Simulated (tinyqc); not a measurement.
Inside a calculation. Model: mobility of a non-polar semiconductor in the relaxation-time approximation. Computed by tinyqc, a small Python program that keeps every step. Command: `OMP_NUM_THREADS=1 python tinyqc.py 3002646 3002647 out.jsonl rta walk`. One thread of a shared host (Intel(R) Xeon(R) Processor @ 2.30GHz), about 0.01 s of CPU time with the checks. Intermediate numbers are printed to about 6 digits and carried at full precision; extremes and crossings named in words are read from the listed rows.

Each valley is treated as a sphere of mass m_d for states and rates, with one isotropic relaxation time; the conductivity mass m_c sets the current.

Inputs (values chosen for the exercise, modelled on electrons in germanium):
```
quantity                                           value       unit
longitudinal mass m_l                               1.61        m_0
transverse mass m_t                               0.0823        m_0
equivalent valleys Z                                   4          -
non-parabolicity alpha                              0.64       1/eV
static permittivity eps_s                             16          -
density rho                                         5323     kg/m^3
sound velocity v_l                                  5310        m/s
acoustic deformation potential D_A                    11         eV
phonon energy hbar w                                31.8        meV
optical or intervalley deformation potential D_o     4.7  1e8 eV/cm
final valleys Z_f                                      3          -
carrier density n                                  1e+16     1/cm^3
compensation ratio C                                   0          -
temperature T                                         77          K
```

Band: Kane. Impurity formula: Brooks-Herring. Further scattering: none.

Constants: k_B = 8.617333262e-05 eV/K; m_0 = 9.1093837015e-31 kg; e = 1.602176634e-19 C; hbar = 1.054571817e-34 J s; eps_0 = 8.8541878128e-12 F/m; k_B = 1.380649e-23 J/K; hbar = 6.582119569e-16 eV s.

## Masses

m_d = (m_l m_t^2)^(1/3); 1/m_c = (1/m_l + 2/m_t)/3; Hall mass factor A = 3 K_m (K_m + 2)/(2 K_m + 1)^2, K_m = m_l/m_t; N_I = n (1 + C)/(1 - C).

density-of-states mass m_d = 0.221756 m_0

conductivity mass m_c = 0.120373 m_0

Hall mass factor A = 0.785986

ionised impurity density N_I = 1.00e+16 1/cm^3

## Fermi level and screening

Kane band: hbar^2 k^2/(2 m) = E (1 + alpha E), speed v = hbar k/(m (1 + 2 alpha E)), states per spin, volume and energy g(E) = m k (1 + 2 alpha E)/(2 pi^2 hbar^2); overlap factors are set to 1. Here m = m_d. Masses are multiplied by m_0 and all formulas are in SI units. The reduced Fermi level eta = E_F/(k_B T) solves n = 2 Z int g f dE with f = 1/(1 + exp(x - eta)) (Z = 1 unless valleys are given); screening length L_s = sqrt(eps_s eps_0 k_B T/(e^2 dn/deta)), dn/deta = 2 Z int g f (1 - f) dE. Integrals over x = E/(k_B T) use 160 Gauss-Legendre points in u = sqrt(x) from 0 to sqrt(max(eta, 0) + 32).

reduced Fermi level eta = -4.92819

screening length L_s = 24.2527 nm

The gas is non-degenerate (eta < -2), and L_s is close to the Debye length.

## Rates at a few energies

Phonon occupation N_q = 1/(exp(hbar w/(k_B T)) - 1). Acoustic deformation potential (elastic, equipartition, absorption and emission together): 1/tau = 2 pi k_B T D_A^2 g(E)/(hbar rho v_l^2). Optical or intervalley deformation potential: 1/tau = (pi Z_f D_o^2/(rho w)) [N_q g(E + hbar w) + (N_q + 1) g(E - hbar w)], with g = 0 below the band edge. Each optical term is multiplied by (1 - f(E'))/(1 - f(E)), E' the final energy, for Pauli blocking. Singly charged impurities, momentum relaxation: 1/tau = N_I e^4 m (1 + 2 alpha E) Phi/(8 pi (eps_s eps_0)^2 hbar^3 k^3), with alpha = 0 for a parabolic band. Brooks-Herring: Phi = ln(1 + b) - b/(1 + b), b = 4 k^2 L_s^2.

Rates (1e12/s) at E = (max(eta, 0) + 0.5, 1, 2, 4) k_B T:
```
E (meV)  acoustic    optical  ionised impurity
3.3177   0.168506  0.0076710           2.40206
6.6353   0.239564  0.0080524           1.05032
13.2707  0.342370  0.0087939           0.44436
26.5414  0.494339  0.0101992           0.18374
```

## Mobility for each process alone

mu = (m_d/m_c) (2 Z e/(3 n k_B T)) int g v^2 tau f (1 - f) dE. Averages over x are split at the emission threshold x_0 = hbar w/(k_B T): 64 Gauss-Legendre points in sqrt(x) below it and 128 in sqrt(x - x_0) above it, up to x = max(eta, 0) + 32.

acoustic mobility = 44464.5 cm^2/(V s)

optical mobility = 1.48489e+06 cm^2/(V s)

ionised impurity mobility = 45716.4 cm^2/(V s)

## All processes together

Rates are added at each energy before the average. With <y> = int g v^2 y f (1 - f) dE: Hall factor r_H = A (3 n k_B T/(2 Z m_d)) <tau^2/(1 + 2 alpha E)>/<tau>^2 (alpha = 0 for a parabolic band); Hall mobility r_H mu; |S| = (k_B/e) (<x tau>/<tau> - eta); resistivity 1/(n e mu).

drift mobility mu = 16016.2 cm^2/(V s)

Hall factor r_H = 0.853457

Hall mobility = 13669.1 cm^2/(V s)

Seebeck coefficient |S| = 656.620 microvolt/K

resistivity = 0.0389701 ohm cm

Taking r_H = 1 in a Hall measurement would give a density 1.17 times the true one. Caution: n is taken as given; at low temperature (in diamond even at 300 K) real dopants can freeze out, which changes n and N_I.

## Matthiessen's rule against the full average

Matthiessen's rule adds 1/mu of the separate processes.

Separate mobilities:
```
process           mu (cm^2/(V s))  share of the sum of 1/mu (%)
acoustic              4.44645e+04                       49.9361
optical               1.48489e+06                        1.4953
ionised impurity      4.57164e+04                       48.5686
```

mobility by Matthiessen's rule = 22203.8 cm^2/(V s)

excess of Matthiessen's rule over the full mu = 38.6339 %

The rule gives 22200 against the full 16020, 38.6 % too high; it can only overestimate, since each separate average is carried by the energies where that process is weak. The error is large because acoustic and ionised impurity scattering both carry weight and depend on energy in different ways.

Checks made by the program: the sum rule (2 Z/(3 k_B T)) int g v^2 (1 + 2 alpha E) f (1 - f) dE = n/m_d (relative difference below 1e-10).
